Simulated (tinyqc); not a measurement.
Current gain against temperature: heavy doping: gap narrowing, degeneracy and the minority density.

F_j(eta) = (1/Gamma(j + 1)) integral_0^infinity x^j dx/(1 + exp(x - eta)), which tends to exp(eta) for eta << 0.

Empirical narrowing (Slotboom form, constants chosen for the exercise; published fits of this form give the apparent narrowing, here it is taken as the true one): dEg = E0 [ln(N/N0) + sqrt(ln(N/N0)^2 + C)].

Majority: N = Nc F_1/2(eta), eta the distance of EF beyond the majority band edge in kT. Degeneracy factor gam = F_1/2(eta)/exp(eta). ni0^2 = Nc Nv exp(-Eg/kT); product n p = ni0^2 gam exp(dEg/kT), dEg the true narrowing; apparent narrowing dEa = dEg + kT ln gam; minority density = n p/N.

Bipolar transistor with N as emitter doping: beta = K (N/NB) exp((dEa_B + dG - dEa_E)/kT), dEa_E = dEg(N) + kT ln gam, dEa_B = dEg(NB). For the sweep in T, Nc is scaled as (T/T0)^(3/2) from its value at T0 = T.

Constants: kB = 8.617333262e-05 eV/K.

Inputs chosen for the exercise (gap and densities of states near those of Si at this temperature; narrowing constants near the fits for Si; shifted at random, so the results belong to these values and not to a real crystal): Eg = 1.134 eV (gap); Nc = 2.1e+19 1/cm^3 (conduction-band density of states); Nv = 8.62e+18 1/cm^3 (valence-band density of states); T = 250 K; E0 = 6.46 meV (narrowing scale); N0 = 1.2e+17 1/cm^3 (onset density); C = 0.5 (smoothing constant); N = 4.2e+19 1/cm^3 (ionised donors, equal to the majority density); NB = 6e+17 1/cm^3 (base doping); K = 4.9 (ratio (D_B W_E)/(D_E W_B)); dG = 0 meV (extra narrowing of the base by alloying).

Gain:
```
T (K)  beta  beta with dG = 0  without narrowing
150    21.9              21.9                343
200    38.3              38.3                343
250    55.1              55.1                343
300    71.4              71.4                343
350    86.5              86.5                343
400     100               100                343
450     113               113                343
```

dEa_B + dG - dEa_E at T0 = -39.4 meV

What can be read from this table?

beta is 21.9 at 150 K and 113 at 450 K, since the net exponent is negative: the emitter has the larger apparent narrowing. At 300 K narrowing and degeneracy change the gain by a factor 0.208.

Computed by tinyqc, a small Python program: `OMP_NUM_THREADS=1 python tinyqc.py 1681735 1681736 out.jsonl` (the numbers bound the seed that draws the inputs); one thread of a shared host (Intel(R) Xeon(R) Processor @ 2.30GHz), about 0.02 s for the whole set of steps.
